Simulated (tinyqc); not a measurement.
Decay of LO phonons and the hot-phonon bottleneck in the cooling of electrons: one step, computed by the program tinyqc.

n(E, T) = 1/(exp(E/(k_B T)) - 1) is the Bose occupation. Electrons have a temperature T_e; the LO modes within their reach share one occupation N; the decay products stay at the lattice temperature.

Question. Lifetime and Raman width. Decay rate 1/tau = (1/tau_0) [1 + 2 n_2 + b (1 + 3 n_3 + 3 n_3^2)]/(1 + b), n_2 = n(hbar omega/2), n_3 = n(hbar omega/3). Full width Gamma = 1/(2 pi c tau) in 1/cm, c in cm/s.

Inputs (values chosen for the exercise, modelled on indium phosphide): LO energy hbar omega = 43.8 meV; lifetime at T = 0, tau_0 = 14 ps; weight b of the three-phonon channel = 0.12; lattice temperature T = 300 K.

Decay channel: two equal phonons plus a three-phonon channel.

Constants: k_B = 8.617333262e-05 eV/K; c = 299792458 m/s.

Give: thermal factor tau_0/tau; phonon lifetime tau; Raman width Gamma; equilibrium LO occupation N_0.

Answer.

thermal factor tau_0/tau = 3.3211

phonon lifetime tau = 4.2155 ps

Raman width Gamma = 1.2594 1/cm

equilibrium LO occupation N_0 = 0.22509

Stimulated decay shortens the lifetime by 70 %.
